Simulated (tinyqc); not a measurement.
Long-channel MOSFET, surface-potential model: one step of the calculation.

n-channel transistor on a uniformly doped p-type body, gradual-channel approximation, constant mobility, Boltzmann statistics, full ionisation. Potentials are counted from the neutral body; V is the electron quasi-Fermi potential, Vsb at the source and Vsb + Vds at the drain. Charges are magnitudes per area.

Question. Body potential, insulator capacitance and body factor. ni = sqrt(Nc Nv) exp(-Eg/(2 Vt)), Eg in volts; phiF = Vt ln(Na/ni); Cox = eps0 eox/tox; gamma = sqrt(2 q eps0 eps_r Na)/Cox. VT = Vfb + 2 phiF + gamma sqrt(2 phiF + Vsb), m = 1 + gamma/(2 sqrt(2 phiF + Vsb)).

Values chosen for this exercise; material values close to those of silicon:

| symbol | value | unit | meaning |
|---|---|---|---|
| T | 300 | K | temperature |
| Eg | 1.1 | eV | band gap |
| eps_r | 11.6 |  | relative permittivity of the semiconductor |
| Nc | 2.74e19 | cm^-3 | conduction-band density of states at T |
| Nv | 2.65e19 | cm^-3 | valence-band density of states at T |
| Na | 3.9e16 | cm^-3 | acceptor density of the body |
| eox | 3.72 |  | relative permittivity of the gate insulator |
| tox | 4.5 | nm | insulator thickness |
| Vfb | -0.47 | V | flat-band voltage |
| Vsb | 0 | V | source-body reverse bias |

Constants: q = 1.602176634e-19 C, kB = 1.380649e-23 J/K, Vt = kB T/q, eps0 = 8.8541878128e-14 F/cm where lengths are in cm. Results are converted to the units shown.

Wanted: ni; phiF; Cox; gamma; VT; m.

Answer.

ni = 1.552e10 cm^-3
phiF = 0.3810 V
Cox = 0.7319 uF/cm^2
gamma = 0.1548 V^0.5
VT = 0.4271 V
m = 1.089

Computed by the program tinyqc: `OMP_NUM_THREADS=1 python tinyqc.py 2360025 2360026 out.jsonl`, one thread of a shared Intel Xeon 2.30GHz, about 0.05 s for the whole run.
